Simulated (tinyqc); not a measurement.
Error of the time step: velocity overshoot from momentum and energy balance equations after a field step. Computed by tinyqc, a small Python program. Command: `OMP_NUM_THREADS=1 python tinyqc.py 3000419 3000420 out.jsonl overshoot walk`. One thread of a shared host (Intel(R) Xeon(R) Processor @ 2.30GHz), about 0.01 s of CPU time with the checks.

At t = 0 the field jumps from 0 to F in a uniform sample. v is the drift velocity and u = w - (3/2) k_B T the excess energy per carrier.

Inputs (values chosen for the exercise, modelled on electrons in strained silicon except for tau_E):
```
quantity                      value        unit
effective mass m               0.21         m_0
low-field mobility mu_0        2600  cm^2/(V s)
saturation velocity v_s         1.1    1e7 cm/s
energy relaxation time tau_E   0.43          ps
field after the step F          9.4       kV/cm
lattice temperature T           300           K
time step dt                     15          fs
```

Scheme: explicit Euler.

Constants: m_0 = 9.1093837015e-31 kg; e = 1.602176634e-19 C; k_B = 8.617333262e-05 eV/K.

Method:
- dv/dt = e F/m - v/tau_m(u), du/dt = e F v - u/tau_E, tau_m(u) = tau_0/(1 + c u), tau_0 = m mu_0/e, c = mu_0/(e tau_E v_s^2); this choice gives the steady state v (1 + mu_0 F v/v_s^2) = mu_0 F, which saturates at v_s. Steady velocity v = 2 mu_0 F/(1 + sqrt(1 + 4 (mu_0 F/v_s)^2)); u = e F v tau_E; carrier temperature T + 2u/(3 k_B), neglecting the drift energy m v^2/2.
- Step: v_new = v + dt (e F/m - v/tau_m(u)), u_new = u + dt (e F v - u/tau_E). Start v = u = 0; the distance adds dt (v + v_new)/2.
- The peak velocity is recomputed with dt/2 and dt/4 and by an adaptive Runge-Kutta method (tolerance 1e-9).

tau_0 = 310.435 fs

acceleration e F/m = 0.00787281 1e7 cm/s per fs

c = 49.9712 1/eV

steady velocity = 0.879965 1e7 cm/s

Peak velocity:
```
step      v_peak (1e7 cm/s)  error (%)
dt                   1.2565     2.3295
dt/2                 1.2418     1.1322
dt/4                 1.2348     0.5579
adaptive             1.2279     0.0000
```

The explicit scheme puts the peak 2.33 % too high; halving dt divides the error by 2.06, as a first-order method should.

Extremes, crossings and ranges named in words are read from the listed rows.
